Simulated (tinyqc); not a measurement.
From one set of inputs to another, one input at a time: space-charge-limited current through a thin insulating or semi-insulating film with traps. Computed by tinyqc, a small Python program. Command: `OMP_NUM_THREADS=1 python tinyqc.py 3023806 3023807 out.jsonl sclc ladder`. One thread of a shared host (Intel(R) Xeon(R) Processor @ 2.30GHz), about 0.01 s of CPU time with the checks.

One ohmic injecting contact at x = 0 (field zero), drift only, non-degenerate free carriers.

The inputs printed are set A. Set A is modelled on semi-insulating GaN; the values taken over come from a set modelled on Si3N4. Inputs not listed in the table keep their values of set A, so the rows need not describe a real material.

Inputs (values chosen for the exercise, modelled on semi-insulating GaN):
```
quantity                                            value        unit
permittivity eps                                      9.7           -
band mobility mu                                      410  cm^2/(V s)
effective density of states N_c                   2.5e+18      1/cm^3
trap density N_t                                  3.4e+18      1/cm^3
equilibrium Fermi level below the band edge, E_0     0.65          eV
thickness d                                            60          nm
free density at the anode, in units of N_c        1.3e-05           -
temperature T                                         300           K
trap level E_t below the band edge                   0.45          eV
```

Traps: single level.

Constants: k_B = 8.617333262e-05 eV/K; e = 1.602176634e-19 C; eps_0 = 8.8541878128e-12 F/m.

Method:
- Free density n_0 = N_c exp(-E_0/k_B T) in equilibrium; trapped density n_t(n) = N_t/(1 + n_1/n), n_1 = N_c exp(-E_t/k_B T).
- theta = n/(n + n_t) at the anode density; trap-filled-limit voltage V_TFL = e (N_t - n_t(n_0)) d^2/(2 eps eps_0).
- J = e mu n F and (eps eps_0/e) dF/dx = n - n_0 + n_t(n) - n_t(n_0) = rho(n). With F = J/(e mu n): d = (eps eps_0 J/(e^2 mu)) I_1 and V = (eps eps_0 J^2/(e^3 mu^2)) I_2, I_k = int_(n_L)^infinity dn/(n^(k+1) rho(n)), n_L the density at the anode; with u = n_L/n, 200 Gauss-Legendre points in t, u = 1 - (1 - t)^2.
- Anode field J/(e mu n_L); Mott-Gurney current (9/8) eps eps_0 mu V^2/d^3; ohmic current e n_0 mu V/d.

Each row keeps all changes above it:
```
input moved                                    from       to  current density J (A/cm^2)  voltage V (V)  V_TFL (V)
set A                                             -        -                  8.1132e+03     1.1406e+01       11.4
trap level E_t below the band edge (eV)        0.45     0.21                  6.5498e+02     1.2025e+00       11.4
band mobility mu (cm^2/(V s))                   410     0.09                  1.4378e-01     1.2025e+00       11.4
thickness d (nm)                                 60      540                  1.2940e+00     9.7400e+01      924.8
permittivity eps                                9.7      7.5                  1.6735e+00     1.2597e+02     1196.0
trap density N_t (1/cm^3)                   3.4e+18  6.4e+16                  3.1898e-02     2.4021e+00       22.5
free density at the anode, in units of N_c  1.3e-05  1.8e-08                  6.6396e-08     3.6838e-03       22.5
```

Current density J goes from 8110 to 6.64e-8, a factor 8.18e-12 in all. The largest single move comes from free density at the anode, in units of N_c (a factor 2.08e-6), and thickness d works against it (a factor 9.00). Voltage V goes from 11.4 to 0.00368, a factor 3.23e-4 in all. The largest single move comes from free density at the anode, in units of N_c (a factor 0.00153), and thickness d works against it (a factor 81.0). V_TFL goes from 11.4 to 22.5, a factor 1.97 in all. The largest single move comes from thickness d (a factor 81.0), and trap density N_t works against it (a factor 0.0188). The single moves hold for this order of the switches; the total does not depend on the order.

Caution (rows set A, trap level E_t below the band edge): mu V/d exceeds 1e7 cm/s, so velocity saturation would limit the current. Caution (rows free density at the anode, in units of N_c): V is below 10 k_B T/e, where diffusion from the contact, left out here, dominates.

Extremes, crossings and ranges named in words are read from the listed rows.
